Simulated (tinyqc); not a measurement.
Worked calculation: Jacobi rotations on a symmetric matrix. Computed by tinyqc, a small Python program that keeps every step. Settings: method = jacobi. Command: `OMP_NUM_THREADS=1 python tinyqc.py 22473 22474 out.jsonl` (the two numbers bound the seeds that draw the settings). One thread of a shared host (Intel(R) Xeon(R) Processor @ 2.60GHz), about 0.01 s of CPU time with the checks.

## Jacobi rotation 1

A:
```
          1        2         3
1   1.59100  0.07100  -0.17900
2   0.07100  2.95700   0.11100
3  -0.17900  0.11100   4.21000
```

Take the largest off-diagonal element A_pq; tan 2 theta = 2 A_pq / (A_qq - A_pp) with |theta| <= pi/4; A' = J^T A J with J_pp = J_qq = cos, J_pq = sin, J_qp = -sin.

p, q, theta (rad): 1.00000  3.00000  -0.06793

A':
```
         1        2        3
1  1.57882  0.07837  0.00000
2  0.07837  2.95700  0.10593
3  0.00000  0.10593  4.22218
```

## Jacobi rotation 2

As before.

p, q, theta (rad): 2.00000  3.00000  0.08295

A':
```
         1        2        3
1  1.57882  0.07810  0.00649
2  0.07810  2.94819  0.00000
3  0.00649  0.00000  4.23098
```

## All rotations

The off-diagonal norm falls at every rotation.

Rotations:
```
step  p  q      theta  off-diagonal norm
1     1  3   -0.06793           1.86e-01
2     2  3    0.08295           1.11e-01
3     1  2    0.05679           9.18e-03
4     1  3    0.00244           5.21e-04
5     2  3    0.00029           1.27e-06
6     1  2  -6.53e-07           3.67e-10
```

eigenvalues: 1.57437  2.95263  4.23100
